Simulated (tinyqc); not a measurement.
Changing the longitudinal mass m_l: strain, valley repopulation and piezoresistance in a many-valley conduction band. Computed by tinyqc, a small Python program. Command: `OMP_NUM_THREADS=1 python tinyqc.py 3018170 3018171 out.jsonl valleys sweep`. One thread of a shared host (Intel(R) Xeon(R) Processor @ 2.30GHz), about 0.04 s of CPU time with the checks.

Valleys are ellipsoids with mass m_l along the axis a and m_t across it, parabolic, with one constant relaxation time; strain shifts the valleys and leaves the masses alone. Currents are taken along [110], along the load, and along [001], across the load.

Inputs (values chosen for the exercise, modelled on silicon):
```
quantity                               value    unit
transverse mass m_t                    0.193     m_0
shear deformation potential Xi_u        9.04      eV
dilation deformation potential Xi_d      1.1      eV
C11                                      167     GPa
C12                                     64.6     GPa
C44                                       79     GPa
stress X (tension positive)               69     MPa
electron density n                   2.1e+16  1/cm^3
relaxation time tau                      140      fs
temperature T                            250       K
```

Valley axes: <100> (6 valleys in 3 pairs). Load: uniaxial [110].

Constants: k_B = 8.617333262e-05 eV/K; m_0 = 9.1093837015e-31 kg; k_B = 1.380649e-23 J/K; hbar = 1.054571817e-34 J s; e = 1.602176634e-19 C.

Method:
- Compliances S11 = (C11 + C12)/((C11 - C12)(C11 + 2 C12)), S12 = -C12/((C11 - C12)(C11 + 2 C12)), S44 = 1/C44; stress sigma_ij = X n_i n_j for the unit vector n of the load; e_xx = S11 sigma_xx + S12 (sigma_yy + sigma_zz), e_xy = S44 sigma_xy/2 (tensor strain).
- Herring-Vogt shift of a valley with unit axis a: dE = Xi_d tr(e) + Xi_u a.e.a.
- Each of the 6 valleys holds n_v = N_v (2/sqrt(pi)) F_1/2((E_F - dE_v)/(k_B T)), N_v = 2 (m_d k_B T/(2 pi hbar^2))^(3/2), m_d = (m_l m_t^2)^(1/3); E_F solves sum n_v = n and is counted from the unstrained edge.
- F_j(eta) = int_0^infinity x^j/(1 + exp(x - eta)) dx, without a gamma-function factor. It is evaluated after integrating by parts.
- Integrals over x = E/(k_B T) use 160 Gauss-Legendre points in u = sqrt(x) from 0 to sqrt(max(eta, 0) + 32).
- Mobility tensor mu = e tau sum_v (n_v/n) [1/m_t + (1/m_l - 1/m_t) a a^T]; unstrained mu_0 = e tau (1/m_l + 2/m_t)/3; resistivity along d from the inverse tensor, rho_d = d.mu^-1.d/(n e), mobility along d = 1/(d.mu^-1.d); gauge pi_d = (rho_d/rho_0 - 1)/X.

One run for each value; columns: (1) longitudinal mass m_l (m_0); (2) resistance change along the first direction (%); (3) resistance change along the second direction (%); (4) unstrained mobility mu_0 (cm^2/(V s)):
```
(1)      (2)    (3)   (4)
0.23  -0.272  0.549  1207
0.35  -0.839  1.722  1085
0.52  -1.261  2.621  1008
0.77  -1.578  3.313   957
1.20  -1.836  3.886   919
1.70  -1.980  4.211   899
2.60  -2.105  4.493   882
3.90  -2.185  4.677   872
```

Over the rows, resistance change along the first direction (%) falls from -0.272 to -2.19 (exponent d ln y / d ln x 2.7 between the first rows and 0.093 between the last); resistance change along the second direction (%) rises from 0.549 to 4.68 (exponent d ln y / d ln x 2.7 between the first rows and 0.099 between the last); unstrained mobility mu_0 (cm^2/(V s)) falls from 1210 to 872 (exponent d ln y / d ln x -0.25 between the first rows and -0.030 between the last). Repopulation acts only through the mass anisotropy, (m_l - m_t)/(2 m_l + m_t), which tends to 1/2.
